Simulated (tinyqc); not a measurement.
Crystallisation kinetics and data retention of a phase-change cell: one step of the calculation.

Johnson-Mehl-Avrami-Kolmogorov law X = 1 - exp(-y^n), y = integral of k dt, k = (1/100 s) exp[-(Ec q/kB)(1/T - 1/T1)].

Question. A heating ramp. T rises at the rate b. Start with y = k (kB Ta^2/(q Ec))/b, the integral from cold to Ta to leading order; over each step k is taken as exponential in T, so y gains (dT/b)(k2 - k1)/ln(k2/k1). dX/dt = n y^(n - 1) k exp(-y^n), listed as 0 once y^n exceeds 23.

Values chosen for this exercise; values of the order of Ge-Sb-Te and related chalcogenides: activation energy of crystallisation Ec = 3.19 eV; temperature at which the rate k is 1/(100 s) T1 = 423 K; Avrami exponent n = 3; heating rate b = 5 K/min; start of the ramp table Ta = 390 K; step of the table dT = 4 K; steps m = 10.

Constants: q = 1.602176634e-19 C, kB = 1.380649e-23 J/K. Results are converted to the units shown.

Find: T; k; y; X; dX/dt.

Answer.

```
point	T (K)	k (1/s)	y	X	dX/dt (1/s)
0	390	6.0819e-6	2.9987e-4	2.6964e-11	1.6407e-12
1	394	1.5942e-5	7.9101e-4	4.9493e-10	2.9924e-11
2	398	4.0986e-5	0.0020641	8.7937e-9	5.2385e-10
3	402	1.0341e-4	0.0053017	1.4902e-7	8.7202e-9
4	406	2.5620e-4	0.013385	2.3983e-6	1.3771e-7
5	410	6.2360e-4	0.033210	3.6628e-5	2.0633e-6
6	414	0.0014920	0.080992	5.3114e-4	2.9345e-5
7	418	0.0035105	0.19423	0.0073002	3.9439e-4
8	422	0.0081271	0.45821	0.091720	0.0046495
9	426	0.018521	1.0639	0.70006	0.018863
10	430	0.041564	2.4322	1.0000	4.1610e-7
```

Range of the model: One Arrhenius rate is assumed; incubation, growth from the boundary and the non-Arrhenius kinetics of the supercooled liquid are left out.

tinyqc, about 0.04 s, one thread, Intel Xeon 2.30GHz (shared host): `OMP_NUM_THREADS=1 python tinyqc.py 2490032 2490033 out.jsonl`
